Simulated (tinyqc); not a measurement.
# Channel resistance from two points of the on-state curve

Question. In the p-i-n model Von = V1 + 2 Vt ln(J/(1 A/cm^2)) + J Rch, with V1 independent of J. Find Rch and V1.

Values chosen for this exercise: temperature T = 300 K.

Constants: q = 1.602176634e-19 C, kB = 1.380649e-23 J/K, Vt = kB T/q. Results are converted to the units shown.

Von at J = 150 and 450 A/cm^2 (V): [1.6072016, 2.8040043]

Solution. Remove the logarithmic junction term; the rest is linear in J.

Rch = 3.80 mohm cm^2
V1 = 0.778 V

Program tinyqc, `OMP_NUM_THREADS=1 python tinyqc.py 2590127 2590128 out.jsonl`; Intel Xeon 2.30GHz, shared host, one thread, about 0.01 s.
